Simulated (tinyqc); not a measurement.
Energy and delay of logic against supply voltage: optimum supplies against the logic depth.

One expression serves below and above threshold: I(Vg) = Ik [ln(1 + exp((Vg - VT + dd V)/(al nf Vt)))]^al, with I_on = I(V) and I_off = I(0). Gate delay td = kd C V/I_on, clock period LD td. Per gate and cycle the switching energy is act C V^2 and the leakage energy I_off V LD td. No short-circuit current, no variation. Minima are sought above 0.09 V; below a few Vt gates no longer switch and the model has no meaning.

V_min minimises the energy and V_EDP the product of energy and td.

Parameters, values chosen for the exercise; values of the order met in logic technologies:
- T = 300 K (temperature)
- VT = 0.39 V (threshold voltage at zero drain bias)
- nf = 1.14 (slope factor)
- dd = 0.03 (barrier lowering per volt of supply)
- Ik = 2.5 uA (specific current of a gate)
- al = 1.85 (exponent of the current law)
- C = 2.9 fF (load capacitance of a gate)
- kd = 0.8 (delay factor)
- act = 0.2 (activity factor)

Constants: q = 1.602176634e-19 C, kB = 1.380649e-23 J/K, Vt = kB T/q. Results are converted to the units shown.

Result of one run:
```
LD  V_min (V)  energy at V_min (aJ)  leakage share (%)  clock at V_min (MHz)  V_EDP (V)  clock at V_EDP (GHz)
30     0.1557                 22.74              38.14               0.09411     0.9877                 3.338
```

What becomes of these results when the logic depth LD is changed from 30 to 50, all else the same?

Result of the changed run:
```
LD  V_min (V)  energy at V_min (aJ)  leakage share (%)  clock at V_min (MHz)  V_EDP (V)  clock at V_EDP (GHz)
50     0.1766                 27.30              33.75                0.1026     0.9878                 2.003
```

The whole series:
```
LD   V_min (V)  energy at V_min (aJ)  leakage share (%)  clock at V_min (MHz)  V_EDP (V)  clock at V_EDP (GHz)
12      0.1095                 15.12              53.99               0.06707     0.9877                 8.344
20      0.1377                 19.30              43.05               0.08524     0.9877                 5.007
30      0.1557                 22.74              38.14               0.09411     0.9877                 3.338
50      0.1766                 27.30              33.75                0.1026     0.9878                 2.003
80      0.1947                 31.76              30.74                0.1087     0.9878                 1.252
150     0.2181                 38.15              27.69                0.1153     0.9878                0.6676
```

As LD goes from 12 to 150, V_min rises from 0.110 to 0.218 V, the energy there rises from 15.1 to 38.1 aJ, the clock there rises from 0.0671 to 0.115 MHz and V_EDP stays near 0.988 V. act and LD enter V_min only through the ratio act/LD.

tinyqc, about 0.01 s, one thread, Intel Xeon 2.30GHz (shared host): `OMP_NUM_THREADS=1 python tinyqc.py 2082072 2082073 out.jsonl`
